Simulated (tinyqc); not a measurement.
Ionisation constants from two fields.

Problem. alpha_n = an exp(-bn/E). Find bn and an.

alpha_n at 1810 and 3710 kV/cm (1/cm): 4.1874081  42449.469

Solution. ln alpha is a straight line in 1/E with slope -bn and intercept ln an.

bn = 3.26e7 V/cm
an = 2.78e8 1/cm

Numbers from tinyqc (`OMP_NUM_THREADS=1 python tinyqc.py 2120007 2120008 out.jsonl`; about 0.1 s on one thread of a shared Intel Xeon 2.30GHz).
